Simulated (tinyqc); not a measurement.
MOSFET in the linear regime without short-channel effects, parameter extraction from computed curves: two steps of the calculation.

Inversion charge Q = Cox n Vt W0(exp((Vg - VT)/(n Vt))), W0 the Lambert function and n = nf; u = Q/Cox; mobility mu = mu0/(1 + th1 u + th2 u^2); channel resistance Rch = (L - dL)/(W mu Q); Id = Vd/(Rch + Rsd/W). Cox = eps0 eox/tox. Small Vd, no channel-length or drain effects.

Inputs (values chosen for the exercise); channel values of the order met in silicon transistors: temperature T = 200 K; relative permittivity of the gate insulator (close to zirconium oxide) eox = 25.3; insulator thickness tox = 9.6 nm; low-field mobility mu0 = 470 cm^2/(V s); first mobility attenuation factor th1 = 0.39 1/V; second mobility attenuation factor th2 = 0.22 1/V^2; threshold voltage VT = 0.27 V; body factor nf = 1.14; gate width W = 1 um; drawn gate length L = 0.72 um; drawn less effective length dL = 0.003 um; source plus drain resistance Rsd = 87 ohm um; drain voltage Vd = 0.025 V.

Constants: q = 1.602176634e-19 C, kB = 1.380649e-23 J/K, Vt = kB T/q, eps0 = 8.8541878128e-14 F/cm where lengths are in cm. Results are converted to the units shown.

Task 1. Transfer curve. u, mu, Rch and Id as defined.

Vg, point 0 to 10 (V): -0.03  0.12  0.27  0.42  0.57  0.72  0.87  1.02  1.17  1.32  1.47

Wanted: u; mu; Rch; Id.

Result 1.

```
point      u (V)  mu (cm^2/(V s))  Rch (ohm)    Id (uA)
0      4.5922e-9           470.00  1.4236e11  1.7561e-7
1      9.4941e-6           470.00   6.8861e7  3.6305e-4
2       0.011143           467.95      58927    0.42362
3        0.11524           448.53     5944.5     4.1449
4        0.25002           422.94     2905.7     8.3535
5        0.39123           396.21     1982.3     12.081
6        0.53508           369.59     1553.8     15.237
7        0.68036           343.77     1313.7     17.848
8        0.82653           319.15     1164.8     19.971
9        0.97332           295.97     1066.6     21.670
10        1.1206           274.33     999.57     23.008
```

Task 2. Threshold and mobility at the peak transconductance. gm_i = (Id_(i+1) - Id_(i-1))/(Vg_(i+1) - Vg_(i-1)); at the point j of largest gm the tangent meets the axis at V_ext = Vg_j - Id_j/gm_j; field-effect mobility gm_j L/(W Cox Vd) with the drawn L.

```
point  Vg (V)       Id (uA)
0       -0.03  1.7560516e-7
1        0.12  3.6305206e-4
2        0.27    0.42362491
3        0.42     4.1448752
4        0.57     8.3535369
5        0.72     12.081347
6        0.87     15.236924
7        1.02     17.847664
8        1.17     19.970846
9        1.32     21.670376
10       1.47     23.008180
```

Find: gm; j; V_ext; field-effect mobility.

Result 2.

gm, point 1 to 9 (uS): 1.412  13.82  26.43  26.45  22.94  19.22  15.78  12.74  10.12
j = 4
V_ext = 0.2542 V
field-effect mobility = 326.5 cm^2/(V s)

V_ext is 16 mV below the model VT, and the mobility so found is 31 % below mu0 L/(L - dL) = 472 cm^2/(V s), the value for the drawn L; attenuation, series resistance and the slow approach of Q to a straight line all lower the peak gm.

tinyqc, about 0.01 s, one thread, Intel Xeon 2.30GHz (shared host): `OMP_NUM_THREADS=1 python tinyqc.py 2210083 2210084 out.jsonl`
